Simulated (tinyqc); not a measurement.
Resistance of a source-drain extension with a graded tip: two steps of the calculation.

y runs along the channel, the gate covers y > 0. The doping is N0 for y < y0 and N0 10^(-(y - y0)/la) beyond, uniform over the depth xj. Sheet conductance s(y) = q mu(N) max(N - Nch, 0) xj + (for y > 0) ma Cox Vo, with mu(N) = u0 + (u1 - u0)/(1 + (N/Nr)^au) and Cox = eps0 eox/tox. Current is taken as one-dimensional; depletion of the tip, spreading and the contact are left out. The metallurgical junction lies at yj, where N = Nch.

Parameters, values chosen for the exercise; mobility law close to that of electrons in silicon:
```
symbol,value,unit,meaning
eox,3.9,,relative permittivity of the gate insulator (close to silicon dioxide)
tox,1.3,nm,insulator thickness
N0,2.1e20,cm^-3,active doping of the extension far from the gate
la,3.5,nm/decade,lateral abruptness
y0,3.4,nm,position under the gate where the fall begins (gate edge at 0)
xj,7,nm,depth of the extension
Nch,3.7e18,cm^-3,channel doping
Vo,0.38,V,gate overdrive
ma,130,cm^2/(V s),mobility of the gate-induced layer
u1,1414,cm^2/(V s),mobility at low doping
u0,68.5,cm^2/(V s),mobility at high doping
Nr,9.2e16,cm^-3,reference doping
au,0.711,,exponent
Lg,50,nm,gate length
```

Constants: q = 1.602176634e-19 C, eps0 = 8.8541878128e-14 F/cm where lengths are in cm. Results are converted to the units shown.

Task 1. Sheet resistances and junction position. yj = y0 + la log10(N0/Nch); sheet resistance of the full extension 1/[q mu(N0)(N0 - Nch) xj] and of the gate-induced layer 1/(ma Cox Vo); metallurgical length Lg - 2 yj; ye is where the doped and the gate-induced conductances are equal.

Find: yj; sheet resistance of the extension; sheet resistance of the induced layer; metallurgical length; ye; N at ye.

Result 1.

yj = 9.539 nm
sheet resistance of the extension = 584.2 ohm/square
sheet resistance of the induced layer = 7621 ohm/square
metallurgical length = 30.92 nm
ye = 7.411 nm
N at ye = 1.500e19 cm^-3

The gate takes over 2.13 nm before the junction, where N is still 4.05 times the channel doping.

Task 2. Resistance of the overlapped part. Midpoint rule on 10 equal steps from 0 to yj: R_ov = sum h/s(y), per width.

Give: y; N; doped conductance; sheet resistance; R_ov.

Result 2.

```
point  y (nm)  N (cm^-3)  doped conductance (uS)  sheet resistance (ohm/square)
0      0.4770   2.100e20                    1712                          542.6
1       1.431   2.100e20                    1712                          542.6
2       2.385   2.100e20                    1712                          542.6
3       3.339   2.100e20                    1712                          542.6
4       4.293   1.167e20                   973.7                          905.0
5       5.246   6.232e19                   535.5                           1500
6       6.200   3.327e19                   293.9                           2352
7       7.154   1.776e19                   157.2                           3467
8       8.108   9.485e18                   75.61                           4835
9       9.062   5.064e18                   21.73                           6538
```

R_ov = 20.76 ohm um

tinyqc, about 0.03 s, one thread, Intel Xeon 2.30GHz (shared host): `OMP_NUM_THREADS=1 python tinyqc.py 2282093 2282094 out.jsonl`
